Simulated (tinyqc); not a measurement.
Deformation potentials from a strained empirical pseudopotential: one step. Xu of the L valleys and d. Three cases, with inputs chosen for the exercise.

Problem. For the tensor strain exy = eyz = ezx = h: E(L [111]) - E(L [1-1-1]) = (8/3) Xu h, and E(single valence level) - E(pair) = 3 sqrt(3) d h. Find Xu and d.

Give: Xu (L); d.

Case 1.

Values chosen (out of a larger set: near those of Si; not measured data): h = 0.002 (size of the test strain).

L [111], L [1-1-1] (eV): [2.1477401, 2.0834319]

valence levels (eV): [-0.0352884, 0.0176442, 0.0176442]

Solution.

Xu (L) = 12.06 eV
d = -5.09 eV

Case 2.

Values chosen (out of a larger set: near those of Si; not measured data): h = 0.004 (size of the test strain).

L [111], L [1-1-1] (eV): [2.0555004, 1.9270502]

valence levels (eV): [-0.0669363, 0.0334681, 0.0334681]

Solution.

Xu (L) = 12.04 eV
d = -4.83 eV

Case 3.

Values chosen (out of a larger set: near those of Si; not measured data): h = 0.004 (size of the test strain).

L [111], L [1-1-1] (eV): [2.1737521, 2.0450650]

valence levels (eV): [-0.0647811, 0.0323905, 0.0323905]

Solution.

Xu (L) = 12.06 eV
d = -4.68 eV

Computed by tinyqc, one run a case: `OMP_NUM_THREADS=1 python tinyqc.py N N+1 out.jsonl` with N = 1880869, 1880896, 1880948; one thread of a shared Intel(R) Xeon(R) Processor @ 2.30GHz, about 0.2 s a run at most.
